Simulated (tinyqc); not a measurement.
Worked calculation: five-frequency model of solute diffusion by vacancies in an fcc metal. Computed by tinyqc, a small Python program that keeps every step. Command: `OMP_NUM_THREADS=1 python tinyqc.py 3024893 3024894 out.jsonl fivefreq walk`. One thread of a shared host (Intel(R) Xeon(R) Processor @ 2.30GHz), about 0.05 s of CPU time with the checks. Intermediate numbers are printed to about 6 digits and carried at full precision; extremes and crossings named in words are read from the listed rows.

A vacancy next to the solute exchanges with it (w2), jumps to one of 4 sites that also neighbour the solute (w1) or to one of 7 that do not (w3); w4 is the reverse of w3 and w0 the host jump.

Inputs (values chosen for the exercise, for a model solute in a host close to gold): barrier E0 (host jump) = 0.687 eV; barrier E1 (vacancy circles the solute) = 0.616 eV; barrier E2 (exchange) = 0.706 eV; barrier E3 (dissociation) = 0.685 eV; binding energy E_b (positive for attraction) = -0.03 eV; vacancy formation energy E_f = 0.949 eV; formation entropy S_f = 1.4 k_B; attempt frequency nu = 8 THz; lattice constant a = 4.08 angstrom; temperature T = 622 K.

Constants: k_B = 8.617333262e-05 eV/K.

## Jump rates

w_i = nu exp(-E_i/(k_B T)); detailed balance gives E4 = E3 - E_b.

rates (1/s): w0 2.17094e+07, w1 8.16445e+07, w2 1.52300e+07, w3 2.25347e+07, w4 1.28758e+07

## Correlation factor

Manning: with y = w4/w0, 7F = 7 - (10 y^4 + 180.5 y^3 + 927 y^2 + 1341 y)/(2 y^4 + 40.2 y^3 + 254 y^2 + 597 y + 436); f2 = (2 w1 + 7F w3)/(2 w2 + 2 w1 + 7F w3). The mean cosine between successive solute jumps follows from f2 = (1 + c)/(1 - c).

y = w4/w0 = 0.593101

7F = 5.69341

correlation factor f2 = 0.905418

mean cosine c = -0.0496383

The vacancy moves on by other jumps before it exchanges again, so solute jumps are nearly random.

## Diffusivities

c_v = exp(S_f - E_f/(k_B T)); host D0 = a^2 c_v w0 x 0.7815; solute D2 = a^2 c_v exp(E_b/(k_B T)) w2 f2; 1 angstrom^2 = 1e-16 cm^2.

vacancy fraction c_v = 8.29286e-08

host diffusivity D0 = 2.34207e-15 cm^2/s

solute diffusivity D2 = 1.08767e-15 cm^2/s

ratio D2/D0 = 0.464404

The ratio splits into binding 0.571, exchange rate 0.702 and correlation 1.16.

## Solute against host over temperature

The formulas are those given above.

Diffusion:
```
T (K)        f2  D0 (cm^2/s)  D2 (cm^2/s)     D2/D0
404    0.949228  1.64719e-22  4.89695e-23  0.297291
466    0.934812  8.55171e-20  3.01936e-20  0.353071
529    0.921759  1.09445e-17  4.40616e-18  0.402593
622    0.905418  2.34207e-15  1.08767e-15  0.464404
715    0.892081  1.24101e-13  6.39539e-14  0.515338
809    0.881023  2.71432e-12  1.51519e-12  0.558221
902    0.871950  3.05118e-11  1.81239e-11  0.593996
```

The apparent activation energy of D2 is 1.681 eV between the coldest rows and 1.678 eV between the hottest; without correlation it would be E_f - E_b + E2 = 1.685 eV, and the host has 1.636 eV. f2 is not small, so the exchange barrier governs.

Checks made by the program: Manning formula against a solved vacancy walk within 5 nearest-neighbour distances (relative difference 3e-04).
